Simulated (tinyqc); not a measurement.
Which input was changed? Model: size effects in the resistivity of thin metal films and interconnect lines. Computed by tinyqc, a small Python program. Command: `OMP_NUM_THREADS=1 python tinyqc.py 3028570 3028571 out.jsonl size which`. One thread of a shared host (Intel(R) Xeon(R) Processor @ 2.30GHz), about 0.06 s of CPU time with the checks.

Electrons lose their drift at surfaces (a share 1 - p of the hits) and at grain boundaries (reflection R), besides bulk scattering.

Inputs (values chosen for the exercise, modelled on aluminium):

| quantity | value | unit |
|---|---|---|
| bulk resistivity rho_b | 2.6 | microohm cm |
| bulk mean free path lambda | 18.9 | nm |
| specularity p | 0.61 | - |
| grain-boundary reflection R | 0.4 | - |
| film thickness h | 8.3 | nm |
| grain size over thickness | 1.1 | - |

Geometry: film.

Method:
- D = (ratio) h.
- Mayadas-Shatzkes: alpha = (lambda/D) R/(1 - R); rho_b/rho = 1 - 3 alpha/2 + 3 alpha^2 - 3 alpha^3 ln(1 + 1/alpha).
- Fuchs-Sondheimer film: rho_b/rho = 1 - (3/(2 kappa))(1 - p) int_0^1 (s - s^3)(1 - exp(-kappa/s))/(1 - p exp(-kappa/s)) ds, f = rho/rho_b, kappa = thickness/lambda, 80 Gauss-Legendre points.
- Both together (Mayadas-Shatzkes film): rho_b/rho = (rho_b/rho of the grains alone) - (6/(pi kappa))(1 - p) int_0^(pi/2) dphi int_0^1 ds (cos^2 phi/H^2)(s - s^3)(1 - exp(-kappa H/s))/(1 - p exp(-kappa H/s)), H = 1 + alpha/(cos phi sqrt(1 - s^2)), 40 x 80 Gauss-Legendre points.
- Sheet resistance rho/h; additive estimate rho_b (f_surface + f_grain - 1).

Problem. One of these inputs alone was changed, within the range given: bulk resistivity rho_b (1.3 to 5.2); specularity p (0.305 to 0.95); grain-boundary reflection R (0.2 to 0.8); film thickness h (4.15 to 16.6). Which one, and to what value?

Results:

| run | resistivity rho (microohm cm) | sheet resistance (ohm) | rho/rho_b from grains |
|---|---|---|---|
| before | 8.363042 | 10.07595 | 2.888856 |
| after | 9.874822 | 11.89738 | 2.888856 |

Solution.

Each candidate set to reproduce resistivity rho, and what it then gives:

| candidate | range searched | value needed | sheet resistance (ohm) | rho/rho_b from grains |
|---|---|---|---|---|
| bulk resistivity rho_b (microohm cm) | 1.3 to 5.2 | 3.070 | 11.897 | 2.8889 |
| specularity p | 0.305 to 0.95 | out of reach | - | - |
| grain-boundary reflection R | 0.2 to 0.8 | 0.4673 | 11.897 | 3.4737 |
| film thickness h (nm) | 4.15 to 16.6 | 6.549 | 15.078 | 3.3836 |

Only bulk resistivity rho_b fits every result: it went from 2.6 to 3.07 microohm cm. The next best candidate, grain-boundary reflection R, misses one result by 20 %.
